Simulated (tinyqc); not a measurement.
# From oxide thickness back to activation volume V_k

Model: oxidation of curved silicon (wires and holes): cylindrical Deal-Grove kinetics with stress-retarded reaction. Computed by tinyqc, a small Python program. Command: `OMP_NUM_THREADS=1 python tinyqc.py 3030213 3030214 out.jsonl wireox inv`. One thread of a shared host (Intel(R) Xeon(R) Processor @ 2.30GHz), about 0.09 s of CPU time with the checks.

Silicon fills r < a and oxide a < r < b. One volume of silicon gives 2.25 volumes of oxide, and the length is fixed.

Inputs (values chosen for the exercise, close to those used for silicon in dry oxygen):
```
quantity                       value    unit
prefactor B0                     761  um^2/h
activation energy E_B           1.24      eV
prefactor (B/A)0            4.57e+06    um/h
activation energy E_A           2.01      eV
starting silicon radius a0       110      nm
starting oxide x_i                 3      nm
viscosity prefactor eta0     2.3e-09    Pa s
viscosity energy E_eta          5.57      eV
critical shear stress s_c         98     MPa
temperature T                   1050       C
time t                          0.39       h
```

Shape: wire (convex).

Constants: k_B = 8.617333262e-05 eV/K.

Method:
- B = B0 exp(-E_B/(k_B T)), B/A = (B/A)0 exp(-E_A/(k_B T)), eta = eta0 exp(E_eta/(k_B T)); 1 um = 1000 nm.
- Temperatures in kelvin are T(C) + 273.15.
- Geometry: b^2 = b0^2 + 1.25 (a0^2 - a^2), b0 = a0 + x_i.
- Rate of oxide made per interface area: q = 1/[1/k + 2 a |ln(b/a)|/B], and |da/dt| = q/2.25. Reaction k = (B/A) exp(-sigma V_k/(k_B T)). New oxide pushes the old with radial speed u = 1.25 |da/dt| at r = a; the shear stress at radius r is s_c asinh(z a^2/r^2), z = 2 eta u/(a s_c) (Eyring flow), and the compressive normal stress at the interface is sigma = |int_a^b 2 s/r dr| = s_c |F(z) - F(z a^2/b^2)|, F(y) = int_0^y asinh(w)/w dw. q and sigma are solved together. 1 MPa angstrom^3 = 6.241509e-6 eV.
- Integrate da/dt adaptively (tolerance 1e-8); a wire counts as consumed at a = 0.5 nm and a hole as closed at b = 0.5 nm. Planar reference: x^2 + A x = B t + x_i^2 + A x_i, A = B/(B/A).

Task: A run gave the result below. Find the activation volume V_k, known to lie between 7.1 and 18 angstrom^3.

oxide thickness = 31.61744 nm

Result:

Each step takes the trial c = (a f_b - b f_a)/(f_b - f_a), f being the result less the target and a, b, c the logarithms of the listed values; c replaces end b, the old b replaces a if the sign of f changed, and otherwise f_a is halved.

Scan of the range:
```
activation volume V_k (angstrom^3)  oxide thickness (nm)
7.10                                             31.7682
8.29                                             31.6632
9.68                                             31.5418
11.30                                            31.4019
13.20                                            31.2401
15.40                                            31.0558
18.00                                            30.8419
```

False position (Illinois rule, in the logarithm of the input) inside the bracket:
```
step    end a    end b    trial  oxide thickness (nm)
1     8.29000  9.68000  8.78862               31.6195
2     9.68000  8.78862  8.81094               31.6175
3     9.68000  8.81094  8.81286               31.6174
4     8.81094  8.81286  8.81195               31.6174
```

Oxide thickness falls at every point of a 13-point scan of the range (every second point is shown), so one value fits; it is bracketed by 8.29 and 9.68. Answer: activation volume V_k = 8.812 angstrom^3.

Caution: the oxide is taken as a purely viscous fluid in steady flow; elasticity, stress-dependent diffusion and thin-oxide enhancement are left out.
